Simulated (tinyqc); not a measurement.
What moves the results: Slater-Koster d bands of a bcc metal. A value that a table varies takes the place of the one given here.

Slater-Koster d bands. For a bond with direction cosines (l, m, n) the 5 x 5 block is dds Ps + ddp Pp + ddd (1 - Ps - Pp), the projectors on sigma, pi and delta states about the bond; for instance <xy|xy> = 3 l^2 m^2 dds + (l^2 + m^2 - 4 l^2 m^2) ddp + (n^2 + l^2 m^2) ddd, <xy|yz> = 3 l m^2 n dds + l n (1 - 4 m^2) ddp + l n (m^2 - 1) ddd and <3z2-r2|3z2-r2> = (n^2 - (l^2 + m^2)/2)^2 dds + 3 n^2 (l^2 + m^2) ddp + (3/4)(l^2 + m^2)^2 ddd. H(k) sums the blocks times cos(k.R) over the neighbours; the d level is the zero of energy; k in 2 pi/a.

Neighbours: eight at (a/2)(1,1,1) and equivalents, and six at a(1,0,0) and equivalents with the integrals times f2.

Mesh: k = f1 b1 + f2 b2 + f3 b3 with fractions (j + 1/2)/N, j = 0 to N - 1, and b = (-1,1,1), (1,-1,1), (1,1,-1) for fcc, (0,1,1), (1,0,1), (1,1,0) for bcc, unit vectors for simple cubic. The lowest Nd/10 of all levels are filled with two electrons each; the bond energy is their sum per atom.

Parameters, chosen for this exercise (of the size met in W; the results hold for these values, not for the real material):
- dds = -1.383 eV (dd sigma)
- ddp = 0.636 eV (dd pi)
- ddd = -0.055 eV (dd delta)
- f2 = 0.487 (factor on all three integrals for second neighbours)
- N = 8 (mesh)

## Band filling: full bands against the rectangular model

W = sqrt(12 mu2) with mu2 the mean square level on the mesh; rectangular model: Fermi level W (Nd/10 - 1/2), bond energy -W Nd (10 - Nd)/20. The Fermi level of the mesh is the highest filled level.

Per atom (eV):

| Nd | EF, bands | bond energy, bands | EF, rectangle | bond energy, rectangle |
|---|---|---|---|---|
| 1 | -2.912 | -3.561 | -3.142 | -3.534 |
| 2 | -2.523 | -6.319 | -2.356 | -6.283 |
| 3 | -1.793 | -8.467 | -1.571 | -8.247 |
| 4 | -0.801 | -9.905 | -0.785 | -9.425 |
| 5 | 0.648 | -9.884 | 0.000 | -9.818 |
| 6 | 1.156 | -8.949 | 0.785 | -9.425 |
| 7 | 1.519 | -7.596 | 1.571 | -8.247 |
| 8 | 1.885 | -5.906 | 2.356 | -6.283 |
| 9 | 3.091 | -3.551 | 3.142 | -3.534 |

W = 7.854 eV
full width on the mesh = 9.060 eV

The bond energy is deepest at Nd = 4 (-9.905 eV); the rectangle has its minimum at 5. The two differ most at Nd = 7, by 0.651 eV or 7 % of the deepest value: the second moment fixes the parabola, and higher moments the rest. At Nd = 3 and 7 the bands give -8.467 and -7.596 eV, a skew towards less than half filling.

## Which lattice a d-band metal prefers

fcc has twelve neighbours, bcc eight and six (the six times f2), simple cubic six. The integrals of bcc and sc are scaled so that all three have the second moment of fcc, which stands for equal repulsion (structural energy difference theorem). s and p electrons are left out.

Bond energy per atom:

| Nd | fcc (eV) | bcc - fcc (meV) | sc - fcc (meV) |
|---|---|---|---|
| 1 | -4.200 | 182 | -234 |
| 2 | -7.045 | -87 | -80 |
| 3 | -9.197 | -357 | 96 |
| 4 | -10.729 | -448 | 663 |
| 5 | -11.258 | 104 | 1035 |
| 6 | -10.670 | 570 | 604 |
| 7 | -9.078 | 505 | -23 |
| 8 | -6.762 | 98 | -362 |
| 9 | -3.700 | -307 | -734 |

scale factors: bcc 1.1285, sc 1.4142

mu3/mu2^1.5: fcc -0.132, bcc -0.120, sc 0.000

mu4/mu2^2: fcc 1.862, bcc 1.801, sc 2.542

largest change of a difference when N is raised to 14 = 104 meV

fcc is lowest for Nd = 5 and 6. bcc is lowest for Nd = 2, 3 and 4. sc is lowest for Nd = 1, 7, 8 and 9. bcc gains most on fcc at Nd = 4 (-448 meV). A small fourth moment marks a two-peaked band, which tends to favour fillings near one half; bcc has -3 % against fcc, and at Nd = 5 it lies +104 meV from fcc, which the fourth moment alone does not explain (differences of a few tens of meV are within the error of the mesh; hcp is left out, and this d-only model can miss the lattice of the real metal). The third moments, from three-membered rings, skew the bands. That simple cubic wins anywhere comes from keeping d bands and equal second moments alone; no transition metal takes it. Differences below about 104 meV are within the error of this mesh, and the s and p electrons left out weigh most where the d band is nearly empty or full.

## What each integral does

Levels at Gamma, E(t2g) = (8/3) dds + (16/9) ddp + (32/9) ddd + f2 (4 ddp + 2 ddd), E(eg) = (16/3) ddp + (8/3) ddd + f2 (3 dds + 3 ddd), and W = sqrt(12 mu2), the width of a rectangular band with the same second moment mu2 = z (dds^2 + 2 ddp^2 + 2 ddd^2)/5, z = 8 + 6 f2^2. Each row changes one parameter from the base and keeps the others.

Results:

| case | t2g (eV) | eg (eV) | W (eV) |
|---|---|---|---|
| base | -1.5675 | 1.1444 | 7.8542 |
| dds = -1.5904 eV | -2.1206 | 0.8414 | 8.6968 |
| ddp = 0.7314 eV | -1.2121 | 1.6532 | 8.2212 |
| ddd = -0.0633 eV | -1.6051 | 1.1102 | 7.8570 |
| f2 = 0.4139 | -1.7455 | 1.4598 | 7.6878 |

The largest shifts from the base row, up to three for each result and ties (the steps differ in size, so this ranks the rows, not the parameters). t2g (eV): dds -0.5531, ddp +0.3554, f2 -0.1779. eg (eV): ddp +0.5088, f2 +0.3154, dds -0.3030. W (eV): dds +0.8426, ddp +0.3670, f2 -0.1664. The ratio of the shifts of t2g and eg names the integral: it is the ratio of the coefficients in the two formulas.

Run: tinyqc, `OMP_NUM_THREADS=1 python tinyqc.py 1481669 1481670 out.jsonl`; Intel(R) Xeon(R) Processor @ 2.30GHz, one thread, shared host; about 0.05 s of CPU time with all checks.
